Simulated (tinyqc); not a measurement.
Thin film between two gates, subbands and threshold shift from confinement: two steps of the calculation.

Undoped body with a flat potential across it, hard walls, transport along x. Three valley pairs (g = 2 each) with the longitudinal mass along x, y or z. Non-parabolicity enters the subband edges through E (1 + al E) = gamma, so E = 2 gamma/(1 + sqrt(1 + 4 al gamma)); motion within a subband is taken as parabolic with the band-edge mass. Energies are counted from the bulk band edge.

Parameters, values chosen for the exercise; masses close to those of silicon:
```
symbol,value,unit,meaning
T,300,K,temperature
ml,0.929,m0,longitudinal mass
mt,0.187,m0,transverse mass
al,0.5,1/eV,non-parabolicity
t,9.7,nm,film thickness (along z)
dl,0,nm,widening of the box by penetration into the insulator
```

Constants: q = 1.602176634e-19 C, kB = 1.380649e-23 J/K, hbar = 1.054571817e-34 J s, m0 = 9.1093837015e-31 kg, Vt = kB T/q, hbar^2/(2 m0) = 0.0380998212 eV nm^2. Results are converted to the units shown.

Question 1. Lowest subbands. gamma = C (pi k/(t + dl))^2/mz, C = hbar^2/(2 m0). List the 6 lowest, labelled by valley axis and quantum numbers, with degeneracy g and N_k: N_k = g sqrt(mx my) m0 kB T/(pi hbar^2).

Find: E_k; g; N_k.

Answer 1.

```
subband   E_k (eV)  g  N_k (cm^-2)
z1       0.0042927  2    4.0389e12
z2        0.017062  2    4.0389e12
x1        0.021148  2    9.0022e12
y1        0.021148  2    9.0022e12
z3        0.037996  2    4.0389e12
z4        0.066612  2    4.0389e12
```

Question 2. Threshold shift. Each subband has N_k = g sqrt(mx my) m0 kB T/(pi hbar^2); without degeneracy n = exp(EF/Vt) sum N_k exp(-E_k/Vt). Classical value Nc times t, Nc = sum over valleys of 2 g (m m0 kB T/(2 pi hbar^2))^1.5 with m = (mx my mz)^(1/3). Threshold shift dVT = Vt ln(classical value/sum N_k exp(-E_k/Vt)). Use the subbands listed.

```
subband      E_k (eV)   N_k (cm^-2)
z1       0.0042927179  4.0388985e12
z2        0.017062168  4.0388985e12
x1        0.021148009  9.0022277e12
y1        0.021148009  9.0022277e12
z3        0.037995553  4.0388985e12
z4        0.066612306  4.0388985e12
```

Wanted: shares; sum N_k exp(-E_k/Vt); Nc; classical value; dVT.

Answer 2.

shares, subband z1 to z4 (%): 23.29  14.21  27.04  27.04  6.32  2.09
sum N_k exp(-E_k/Vt) = 1.469e13 cm^-2
Nc = 2.714e19 cm^-3
classical value = 2.632e13 cm^-2
dVT = 15.08 mV

Numbers from tinyqc (`OMP_NUM_THREADS=1 python tinyqc.py 2350036 2350037 out.jsonl`; about 0.06 s on one thread of a shared Intel Xeon 2.30GHz).
